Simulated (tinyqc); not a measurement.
Inside a calculation. Model: avalanche multiplication and breakdown of a junction from ionisation integrals. Computed by tinyqc, a small Python program that keeps every step. Command: `OMP_NUM_THREADS=1 python tinyqc.py 3005197 3005198 out.jsonl impact walk`. One thread of a shared host (Intel(R) Xeon(R) Processor @ 2.30GHz), about 0.01 s of CPU time with the checks. Intermediate numbers are printed to about 5 digits and carried at full precision; extremes and crossings named in words are read from the listed rows.

Ionisation coefficients follow the local field. Position x runs through the depletion layer from the p side (x = 0), where electrons enter, to the n side (x = w), where holes enter. The built-in voltage is neglected.

Inputs (values chosen for the exercise, modelled on GaAs):

| quantity | value | unit |
|---|---|---|
| electron prefactor a_n | 206000 | 1/cm |
| electron field b_n | 586000 | V/cm |
| hole prefactor a_p | 207000 | 1/cm |
| hole field b_p | 638000 | V/cm |
| exponent c | 1.8 | - |
| permittivity eps | 12.9 | - |
| layer width W | 3.9 | micrometre |
| bias as a fraction of the breakdown voltage | 0.85 | - |

Junction: p-i-n with uniform field.

Constants: e = 1.602176634e-19 C; eps_0 = 8.8541878128e-12 F/m.

## Breakdown

alpha_n = a_n exp(-(b_n/F)^c), alpha_p = a_p exp(-(b_p/F)^c). Uniform field F = F_m, w = W, V = F_m W. With Phi(x) = int_0^x (alpha_n - alpha_p) dx': 1 - 1/M_n = I_n = int_0^w alpha_n exp(-Phi) dx and M_p = M_n exp(-Phi(w)); trapezoid rule on 401 even points; breakdown at I_n = 1. Solve I_n(F_m) = 1.

critical field F_m = 0.26866 MV/cm

width at breakdown = 3.9 micrometre

breakdown voltage = 104.78 V

## Coefficients at the critical field

The formulas are those given above.

alpha_n = 3515.6 1/cm

alpha_p = 1802.0 1/cm

ratio k = alpha_p/alpha_n = 0.51258

shorter ionisation length = 2.8444 micrometre

Electrons ionise more readily at the peak field. For a uniform field the condition reads (alpha_n - alpha_p) W = ln(alpha_n/alpha_p): 0.6683 against 0.6683.

## Field and integrand below breakdown

Bias V = fraction times the breakdown voltage.

peak field = 0.22836 MV/cm

Every 50th point:

| x (micrometre) | F (MV/cm) | alpha_n (1/cm) | alpha_p (1/cm) | Phi | I_n up to x |
|---|---|---|---|---|---|
| 0.0000 | 0.22836 | 881.55 | 359.47 | 0.00000 | 0.00000 |
| 0.4875 | 0.22836 | 881.55 | 359.47 | 0.02545 | 0.04243 |
| 0.9750 | 0.22836 | 881.55 | 359.47 | 0.05090 | 0.08380 |
| 1.4625 | 0.22836 | 881.55 | 359.47 | 0.07635 | 0.12413 |
| 1.9500 | 0.22836 | 881.55 | 359.47 | 0.10181 | 0.16344 |
| 2.4375 | 0.22836 | 881.55 | 359.47 | 0.12726 | 0.20177 |
| 2.9250 | 0.22836 | 881.55 | 359.47 | 0.15271 | 0.23913 |
| 3.4125 | 0.22836 | 881.55 | 359.47 | 0.17816 | 0.27556 |
| 3.9000 | 0.22836 | 881.55 | 359.47 | 0.20361 | 0.31106 |

## Multiplication and noise

M_n = 1/(1 - I_n), M_p = M_n exp(-Phi(w)); McIntyre excess noise for the carrier with the larger M, F_x = k M + (1 - k)(2 - 1/M), with k = (smaller M - 1)/(larger M - 1).

M_n = 1.4515

M_p = 1.1841

effective k = 0.40777

excess noise factor = 1.3683

Injecting electrons gives the larger gain and, at equal gain, the lower noise.

## Gain against bias and Miller's formula

Miller's exponent n is defined by 1 - 1/M = (V/V_B)^n for the larger M.

Gain:

| V/V_B | V (V) | F_m (MV/cm) | M_n | M_p | Miller exponent n |
|---|---|---|---|---|---|
| 0.50 | 52.39 | 0.13433 | 1.000 | 1.0000 | 14.122 |
| 0.60 | 62.87 | 0.16119 | 1.003 | 1.0006 | 11.401 |
| 0.70 | 73.34 | 0.18806 | 1.036 | 1.0100 | 9.426 |
| 0.80 | 83.82 | 0.21492 | 1.209 | 1.0769 | 7.860 |
| 0.90 | 94.30 | 0.24179 | 2.001 | 1.4459 | 6.573 |
| 0.95 | 99.54 | 0.25522 | 3.763 | 2.3272 | 6.021 |
| 0.98 | 102.68 | 0.26328 | 9.165 | 5.0824 | 5.718 |
| 0.99 | 103.73 | 0.26597 | 18.202 | 9.7099 | 5.622 |

The larger gain passes 2 between 0.800 and 0.900 of V_B and reaches 18.2 at 0.99. Miller's exponent runs from 5.6 to 14, so it is not a constant: a fit holds over a narrow range only. From the first row to the last the voltage grows by a factor 1.98 and the peak field by 1.98.

Checks made by the program: the hole form of the condition, int alpha_p exp(Phi(w) - Phi) dx = 1 (relative difference 2e-07).
